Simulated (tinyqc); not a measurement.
# Ideality, resistance and saturation current from three points

Inverse problem. Well above I0 a diode obeys V = n Vt ln(I/I0) + Rs I. Find n, Rs and I0.

Inputs (values chosen for the exercise): temperature T = 350 K.

Constants: q = 1.602176634e-19 C, kB = 1.380649e-23 J/K, Vt = kB T/q. Results are converted to the units shown.

I (A): [0.0028, 0.024, 0.21]
V (V): [0.59916576, 4.2750918, 35.967708]

Solution. The equation is linear in a = n Vt, Rs and c = -a ln I0; three points give a 3 x 3 system.

n = 1.11
Rs = 170 ohm
I0 = 7.07e-5 A

tinyqc, about 0.01 s, one thread, Intel Xeon 2.30GHz (shared host): `OMP_NUM_THREADS=1 python tinyqc.py 2640156 2640157 out.jsonl`
